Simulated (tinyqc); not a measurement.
Inside a calculation. Model: bias-temperature instability, empirical power law with universal recovery.

Numbers from tinyqc (`OMP_NUM_THREADS=1 python tinyqc.py 2070020 2070021 out.jsonl`; about 0.01 s on one thread of a shared Intel Xeon 2.30GHz). Printed values are rounded.

Threshold-voltage shift at the end of a stress: dV = A (V/V0)^g exp[-(Ea q/kB)(1/T - 1/T0)] (t/1 s)^n. After a delay tr the permanent share pp stays and the rest falls by r = 1/(1 + B (tr/t)^be). An empirical model: its parameters are fits, not properties.

Parameters, values chosen for the exercise:
- V0 = 2 V (reference stress voltage)
- T0 = 373 K (reference temperature)
- A = 28 mV (shift after 1 s at V0 and T0)
- n = 0.22 (time exponent)
- g = 6.7 (voltage exponent)
- Ea = 0.08 eV (apparent activation energy of the shift)
- pp = 0.36 (permanent share)
- B = 2.2 (recovery scale)
- be = 0.23 (recovery dispersion)
- V = 0.96 V (use voltage)
- T = 328 K (use temperature)
- dc = 30 mV (failure criterion)
- tr = 0.1 s (delay before the measurement)

Constants: q = 1.602176634e-19 C, kB = 1.380649e-23 J/K. Results are converted to the units shown.

## Shift and lifetime at use conditions

The lifetime solves dV = dc; ten years are 3.15576e8 s.

voltage factor = 0.00731672
temperature factor = 0.710728
shift after ten years = 10.7890 mV
lifetime = 1044 years
largest voltage for ten years = 1.11831 V

The device passes: the shift at ten years is below dc. A lifetime beyond 100 years is a far extrapolation of the power law. In time the voltage exponent is g/n = 30.5 and the activation energy Ea/n = 0.364 eV.

## What a delayed measurement sees

t, point 0 to 2 (s): [100, 1000, 10000]

At V0 and T0, measured shift = dV [pp + (1 - pp) r]; the apparent exponent is the slope of ln(shift) against ln t between the first and last point.

| point | dV (mV) | share left | measured (mV) |
|---|---|---|---|
| 0 | 77.1184 | 0.801628 | 61.8203 |
| 1 | 127.985 | 0.866130 | 110.851 |
| 2 | 212.402 | 0.913754 | 194.083 |

apparent n = 0.248428

The delay hides 8.62 % of the last shift and raises the exponent from 0.22 to 0.248, since short stresses recover by a larger share.
